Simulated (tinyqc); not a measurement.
Inside a calculation. Model: Born-von Karman spring model of a cubic crystal with one atom per cell. Computed by tinyqc, a small Python program that keeps every step. Command: `OMP_NUM_THREADS=1 python tinyqc.py 3001401 3001402 out.jsonl springs walk`. One thread of a shared host (Intel(R) Xeon(R) Processor @ 2.30GHz), about 0.1 s of CPU time with the checks. Intermediate numbers are printed to about 6 digits and carried at full precision; extremes and crossings named in words are read from the listed rows.

First neighbours lie at a/2 (1,1,0) (12 of them), second at a (1,0,0) (6), with all permutations and signs; the volume per atom is Omega = a^3/4. Two shells of springs match a real metal only roughly, above all at the zone boundary.

Inputs (values chosen for the exercise, modelled on nickel):

| quantity | value | unit |
|---|---|---|
| lattice constant a | 3.52 | angstrom |
| atomic mass M | 58.69 | u |
| radial spring k1L | 2.28 | eV/angstrom^2 |
| transverse spring k1T | -0.021 | eV/angstrom^2 |
| radial spring k2L | 0.057 | eV/angstrom^2 |
| transverse spring k2T | -0.032 | eV/angstrom^2 |
| mesh divisions n | 8 | - |
| temperature T | 150 | K |

Lattice: fcc.

wave vector q (2 pi/a): 0.47  0.45  0

Constants: nu for 1 eV/(angstrom^2 u) = 15.6333042 THz; 1 eV/angstrom^3 = 160.2176634 GPa; u = 1.6605390666e-27 kg; h x 1 THz = 4.135667696 meV; k_B = 8.617333262e-05 eV/K; hbar^2/u = 4.18015928e-03 eV angstrom^2; hbar = 1.054571817e-34 J s; k_B = 1.380649e-23 J/K.

## Dynamical matrix at q

A neighbour at R with unit vector n couples by the matrix K(R) = kL n n^T + kT (1 - n n^T), and D(q) = (1/M) sum_R K(R) [1 - cos(q.R)].

D(q) (eV/(angstrom^2 u)):
```
          x         y         z
x  0.146099  0.077103  0.000000
y  0.077103  0.141117  0.000000
z  0.000000  0.000000  0.128975
```

## Frequencies and polarisations

Diagonalise D. An eigenvalue lambda of D in eV/(angstrom^2 u) gives nu = 15.6333042 THz x sqrt(lambda). Eigenvectors are columns, with the largest component positive; the longitudinal weight is (e.q)^2/q^2.

eigenvalues (eV/(angstrom^2 u)): 0.066465  0.128975  0.220751

frequencies (THz): 4.03040  5.61441  7.34518

polarisation vectors:
```
     mode 1   mode 2   mode 3
x  -0.69560  0.00000  0.71843
y   0.71843  0.00000  0.69560
z   0.00000  1.00000  0.00000
```

longitudinal weights: 0.000031  0.000000  0.999969

Mode 3 is the most longitudinal, with weight 1.00.

## Elastic constants from long waves

[ij,kl] = (1/(2 Omega)) sum_R K_ij R_k R_l; C11 = [xx,xx], C44 = [xx,yy], C12 = 2 [xy,xy] - C44; B = (C11 + 2 C12)/3; Zener ratio A = 2 C44/(C11 - C12). K(R) = kL n n^T + kT (1 - n n^T).

C11 = 216.021 GPa

C12 = 114.383 GPa

C44 = 95.0837 GPa

bulk modulus B = 148.262 GPa

Zener ratio A = 1.87103

C12 - C44 = 19.30 GPa: the Cauchy relation fails because sum_R kT R^2 is not zero; a negative sum gives a positive Cauchy pressure.

## Sound velocities

rho = M/Omega and v = sqrt(C/rho), with C = C11, C44, C44 along [100]; (C11 + C12 + 2 C44)/2, C44, (C11 - C12)/2 along [110]; (C11 + 2 C12 + 4 C44)/3 and twice (C11 - C12 + C44)/3 along [111].

density rho = 8938.10 kg/m^3

Velocities (m/s):

| direction | longitudinal | transverse 1 | transverse 2 |
|---|---|---|---|
| [100] | 4916.15 | 3261.60 | 3261.60 |
| [110] | 5396.38 | 3261.60 | 2384.46 |
| [111] | 5547.22 | 2708.59 | 2708.59 |

Along [110] the two transverse waves differ by a factor sqrt(2 C44/(C11 - C12)) = 1.368.

## Frequencies at the zone boundary

The formulas are those given above.

Frequencies (THz) at points given in 2 pi/a:

| point | nu 1 | nu 2 | nu 3 |
|---|---|---|---|
| X (1, 0, 0) | 6.07689 | 6.07689 | 8.67505 |
| L (0.5, 0.5, 0.5) | 4.24240 | 4.24240 | 8.68848 |
| W (1, 0.5, 0) | 6.15452 | 7.45382 | 7.45382 |
| K (0.75, 0.75, 0) | 5.61728 | 7.12164 | 7.97041 |

## Highest frequency at X

Take the highest frequency at X = (1, 0, 0) (2 pi/a).

highest frequency at X = 8.67505 THz

## Dispersion against the sound-wave line

The last column divides the top branch by the straight line with its slope at G. End points in 2 pi/a: X = (1, 0, 0), L = (0.5, 0.5, 0.5).

Frequencies (THz) along two lines:

| line | fraction of the way | nu 1 | nu 2 | nu 3 | nu 3 / linear |
|---|---|---|---|---|---|
| G-X | 0.10 | 0.92348 | 0.92348 | 1.39008 | 0.995307 |
| G-X | 0.25 | 2.26750 | 2.26750 | 3.39054 | 0.971061 |
| G-X | 0.40 | 3.50377 | 3.50377 | 5.18259 | 0.927693 |
| G-X | 0.55 | 4.56429 | 4.56429 | 6.66639 | 0.867852 |
| G-X | 0.70 | 5.38224 | 5.38224 | 7.76962 | 0.794729 |
| G-X | 0.85 | 5.89968 | 5.89968 | 8.44695 | 0.711538 |
| G-X | 1.00 | 6.07689 | 6.07689 | 8.67505 | 0.621140 |
| G-L | 0.10 | 0.66366 | 0.66366 | 1.35918 | 0.995893 |
| G-L | 0.25 | 1.62349 | 1.62349 | 3.32494 | 0.974495 |
| G-L | 0.40 | 2.49362 | 2.49362 | 5.10696 | 0.935489 |
| G-L | 0.55 | 3.22594 | 3.22594 | 6.60677 | 0.880163 |
| G-L | 0.70 | 3.78000 | 3.78000 | 7.74149 | 0.810332 |
| G-L | 0.85 | 4.12518 | 4.12518 | 8.44841 | 0.728270 |
| G-L | 1.00 | 4.24240 | 4.24240 | 8.68848 | 0.636620 |

Along G-X the top branch ends at 62 % of its linear extrapolation, near the 2/pi = 64 % of a chain with one spring. Along G-L the top branch ends at 64 % of its linear extrapolation, which is the 2/pi of a pure sine: planes normal to this line couple to their next planes alone. A Debye model keeps the straight line throughout.

## Thermal sums on a mesh

Mesh: q = sum_i (m_i + 1/2)/n b_i, m_i = 0..n-1, with b = [[-1, 1, 1], [1, -1, 1], [1, 1, -1]] in 2 pi/a; sums are averages over the n^3 points, per atom. With x = h nu/(k_B T) and n = 1/(exp(x) - 1) for each mode: F = k_B T [x/2 + ln(1 - exp(-x))], U = k_B T x (n + 1/2), S/k_B = x n - ln(1 - exp(-x)), C/k_B = x^2 n (n + 1). <u_x^2> = (1/3) sum over modes of hbar^2/(2 M h nu) coth(x/2); zero-point energy = sum h nu/2. <u_x^2> converges slowly with the mesh, from below, with an error of order 1/n.

free energy F = 28.5518 meV/atom

energy U = 50.2173 meV/atom

entropy S = 1.67612 k_B/atom

heat capacity C = 2.23496 k_B/atom

<u_x^2> = 0.00281225 angstrom^2

zero-point energy = 36.4380 meV/atom

C is 74 % of the classical 3 k_B, and the zero-point energy is 73 % of U.

## Debye temperature from the elastic constants

Christoffel matrix G_xx = C11 n_x^2 + C44 (1 - n_x^2), G_xy = (C12 + C44) n_x n_y, with eigenvalues rho v^2; v_m^-3 is the mean of v^-3 over three branches and all directions (12 Gauss-Legendre points in cos(theta) times 24 angles phi = (j + 1/2) pi/12); q_D = (6 pi^2/Omega)^(1/3); Theta = hbar v_m q_D/k_B.

mean velocity v_m = 3184.80 m/s

Debye wave number q_D = 1.75777 1/angstrom

elastic Debye temperature = 427.598 K

## Full spectrum, Debye and Einstein heat capacities

Mesh: q = sum_i (m_i + 1/2)/n b_i, m_i = 0..n-1, with b = [[-1, 1, 1], [1, -1, 1], [1, 1, -1]] in 2 pi/a; sums are averages over the n^3 points (here n = 14), per atom. Debye: C = 9 k_B (T/Theta)^3 int_0^(Theta/T) x^4 e^x/(e^x - 1)^2 dx with the elastic Theta. Einstein: three modes at the root-mean-square frequency. The last column is the Theta that makes the Debye formula give the full C at that T.

root-mean-square frequency = 6.10083 THz

Heat capacity (k_B/atom):

| T (K) | full spectrum | Debye | Einstein | Theta from C (K) |
|---|---|---|---|---|
| 51 | 0.52247 | 0.36746 | 0.31959 | 371.289 |
| 77 | 1.16647 | 0.92347 | 1.01264 | 372.197 |
| 110 | 1.78906 | 1.56015 | 1.71531 | 374.335 |
| 150 | 2.23496 | 2.06296 | 2.20475 | 375.791 |
| 210 | 2.56757 | 2.45965 | 2.55784 | 376.795 |
| 320 | 2.80124 | 2.74835 | 2.79918 | 377.457 |
| 430 | 2.88739 | 2.85675 | 2.88673 | 377.693 |
| 640 | 2.94836 | 2.93409 | 2.94822 | 377.858 |

The apparent Theta runs from 371 to 378 K against the elastic 428 K; at high T it tends to sqrt(5/3) h nu_rms/k_B = 378 K. At the lowest T the Debye value is 0.70 and the Einstein value 0.61 times the full one; dispersion bends the branches below the sound lines, so the real spectrum has more low modes than Debye assumes. At the highest T Debye misses by 0.48 % and Einstein by 0.0047 %.

Checks made by the program: slopes of the dispersion along [110] against the sound velocities (relative difference 2e-08); F = U - T S (relative difference below 1e-10).
